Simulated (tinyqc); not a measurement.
Surface segregation during layer-by-layer epitaxy: two-layer exchange kinetics and the shape of quantum wells and delta layers. Changing the layers in the well N. Computed by tinyqc, a small Python program. Command: `OMP_NUM_THREADS=1 python tinyqc.py 3025080 3025081 out.jsonl mbeseg sweep`. One thread of a shared host (Intel(R) Xeon(R) Processor @ 2.30GHz), about 0.01 s of CPU time with the checks.

Atoms A and B exchange only between the growing layer and the one below it. B is supplied for N layers, then pure A follows.

Inputs (values chosen for the exercise, close to those used for gallium in AlAs):
```
quantity                                   value      unit
barrier E1 for B to move up                    2        eV
segregation energy E_s                     0.094        eV
attempt frequency nu                          10       THz
growth rate G                               0.31  layers/s
share x0 of B in the flux during the well   0.62         -
layer thickness                             2.83  angstrom
temperature T                                530         C
```

Constants: k_B = 8.617333262e-05 eV/K.

Method:
- p1 = nu exp(-E1/(k_B T)) (B up, A down), p2 = nu exp(-(E1 + E_s)/(k_B T)) (B down); time per layer tau = 1/G; K = p1/p2.
- Temperatures in kelvin are T(C) + 273.15.
- Dilute equilibrium share passed up per layer R_eq = K/(1 + K).
- Each layer is deposited complete with B share x_dep and then exchanges for the time tau = 1/G with the layer below, whose share is b (total c = s + b fixed): ds/dt = p1 b (1 - s) - p2 s (1 - b), s(0) = x_dep. With the roots s1 < s2 of the right side, (s - s1)/(s - s2) = [(s(0) - s1)/(s(0) - s2)] exp(-(p1 - p2)(s2 - s1) tau). The lower layer is then buried with c - s, and s becomes the b of the next layer.
- In the dilute tail each layer passes up the share R = R_eq (1 - exp(-(p1 + p2) tau)); decay length = -layer thickness/ln R.
- Index 0 is the last layer of pure A below the well. Share of B outside the intended layers 1..N = 1 - (sum over 1..N)/(N x0).

One run for each value:
```
layers in the well N  peak share (largest buried share)  share of B outside the well
1                                               0.17240                      0.81606
2                                               0.37111                      0.53830
3                                               0.51283                      0.39286
4                                               0.58042                      0.30364
6                                               0.61539                      0.20515
8                                               0.61949                      0.15409
12                                              0.61999                      0.10275
16                                              0.62000                      0.07706
24                                              0.62000                      0.05137
```

Describe and explain the trends.

Over the rows, peak share (largest buried share) rises from 0.172 to 0.620; share of B outside the well falls from 0.816 to 0.0514 (exponent d ln y / d ln x -0.60 between the first rows and -1.00 between the last). In the dilute limit the share approaches x0 roughly as 1 - R^n.

Caution (all rows): two-layer exchange with complete layers is a simplification that can understate segregation at low temperature; desorption, step-edge exchange and surfactants are left out.

Extremes, crossings and ranges named in words are read from the listed rows.
